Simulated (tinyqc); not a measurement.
Worked calculation: valley splitting in a one-orbital chain of atomic planes (second-neighbour model). Values are carried at full precision from step to step, so a last printed digit may differ when a step is redone from the rounded ones.

Each (001) plane carries one orbital with energy e0, hopping v to the next plane and u to the second: E(phi) = e0 + 2 v cos(phi) + 2 u cos(2 phi), where phi = pi - k a/4 (the sign of every second orbital is chosen so that v > 0, which shifts the phase by pi). The minimum lies at cos(phi0) = -v/(4u), phi0 = pi - (pi/2) k0 for a valley at k0 (2 pi/a), and e0 puts it at zero. A slab of N planes has hard walls: the matrix simply ends.

Constants: hbar^2/2m0 = 3.80998211 eV angstrom^2.

Values chosen for the exercise (near those of the Delta valleys of silicon; abrupt walls in this chain split the valleys several times more than measured wells; not measured data):
```
symbol  value  unit      meaning
a       5.434  angstrom  lattice constant; planes lie a/4 apart
k0      0.82   2 pi/a    position of the valley
ml      0.9    m0        longitudinal mass
N       12               planes in the small slab
```

## Hoppings from the valley position and mass

The curvature at the minimum is d2E/dphi2 = 8 u sin^2(phi0) = (2c/ml)/(a/4)^2 with c = hbar^2/2m0; v = -4 u cos(phi0); e0 = 2u + v^2/(4u).

phi0 = 1.85354 rad
u = 0.62186 eV
v = 0.69397 eV
e0 = 1.43733 eV

## The bulk band

E at phi = j pi/10.

Band:
```
phi/pi  E (eV)
0.0     4.0690
0.1     3.7635
0.2     2.9445
0.3     1.8688
0.4     0.8600
0.5     0.1936
0.6     0.0022
0.7     0.2372
0.8     0.6988
0.9     1.1235
1.0     1.2931
```

## Hamiltonian of the slab

e0 on the diagonal, v and u on the first and second off-diagonals.

H (eV), lower triangle:
```
         1       2       3       4       5       6       7       8       9      10      11      12
1   1.4373
2   0.6940  1.4373
3   0.6219  0.6940  1.4373
4        0  0.6219  0.6940  1.4373
5        0       0  0.6219  0.6940  1.4373
6        0       0       0  0.6219  0.6940  1.4373
7        0       0       0       0  0.6219  0.6940  1.4373
8        0       0       0       0       0  0.6219  0.6940  1.4373
9        0       0       0       0       0       0  0.6219  0.6940  1.4373
10       0       0       0       0       0       0       0  0.6219  0.6940  1.4373
11       0       0       0       0       0       0       0       0  0.6219  0.6940  1.4373
12       0       0       0       0       0       0       0       0       0  0.6219  0.6940  1.4373
```

## Levels and the valley doublet

Diagonalise H. The two lowest levels are the doublet made from the valleys at +k0 and -k0; give their splitting, the weights of the lowest state, and its parity under reversal of the planes.

levels (eV): 0.1011  0.1276  0.3741  0.4859  0.7532  0.9285  1.2058  1.2520  1.9579  2.7356  3.4261  3.9003

splitting = 26.46 meV

weights on the planes: 0.032  0.057  0.014  0.200  0.024  0.173  0.173  0.024  0.200  0.014  0.057  0.032

parity of the lowest state: odd

The mean of the doublet lies 0.1144 eV above the bulk minimum, and level 3 lies 0.2597 eV above that mean; the weights oscillate from plane to plane because the two valleys interfere.

## Checks

- Mean of the doublet for 400 planes against the effective-mass level with W = 402 a/4 (meV): both 0.1401.

tinyqc: `OMP_NUM_THREADS=1 python tinyqc.py 1480531 1480532 out.jsonl`; about 0.01 s, one thread, shared Intel(R) Xeon(R) Processor @ 2.30GHz.
